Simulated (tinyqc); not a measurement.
Rigid-ion and shell models of the dielectric response of an ionic crystal: one step, computed by the program tinyqc. Command: `OMP_NUM_THREADS=1 python tinyqc.py 3015686 3015687 out.jsonl shell walk`. One thread of a shared host (Intel(R) Xeon(R) Processor @ 2.30GHz), about 0.01 s of CPU time with the checks.

Charges +Z and -Z; 8 nearest neighbours, Madelung constant M = 1.762675, volume per ion pair Omega = 1.539601 d^3. Energy per pair U = -M Z^2 e2/d + 8 A exp(-d/rho), e2 = e^2/(4 pi eps_0). In the shell model the anion is a core of charge Y - Z and a massless shell of charge -Y, joined by the spring k; the repulsion acts on the shell. Each ion feels the Lorentz field E + (4 pi/3) P (Gaussian units).

Question. Shell model: electronic response. Eliminating the shell gives the anion polarisability alpha_- = Y^2 e2/(k + R), the Szigeti charge Z_S = Z - Y R/(k + R) and the softened spring R' = k R/(k + R). With b = 4 pi (alpha_+ + alpha_-)/(3 Omega): eps_inf = (1 + 2b)/(1 - b) (Clausius-Mossotti); Born charge Z* = Z_S (eps_inf + 2)/3.

Inputs (values chosen for the exercise, for a model crystal):
```
quantity                       value           unit
ionic charge Z                     2              e
shell charge size Y             2.38              e
core-shell spring k               60  eV/angstrom^2
cation polarisability alpha_+   0.54     angstrom^3
```

Structure: caesium chloride.

repulsive spring R = 14.55499 eV/angstrom^2

volume Omega = 24.05626 angstrom^3

Constants: e^2/(4 pi eps_0) = 14.39964548 eV angstrom.

Give: anion polarisability alpha_-; Szigeti charge Z_S; softened spring R'; b; eps_inf; Born charge Z*.

Answer.

anion polarisability alpha_- = 1.094 angstrom^3

Szigeti charge Z_S = 1.535 e

softened spring R' = 11.71 eV/angstrom^2

b = 0.2845

eps_inf = 2.193

Born charge Z* = 2.146 e

Overlap pushes the shell back and lowers the effective charge to 77 % of Z; the local field then raises the Born charge to 107 % of Z.
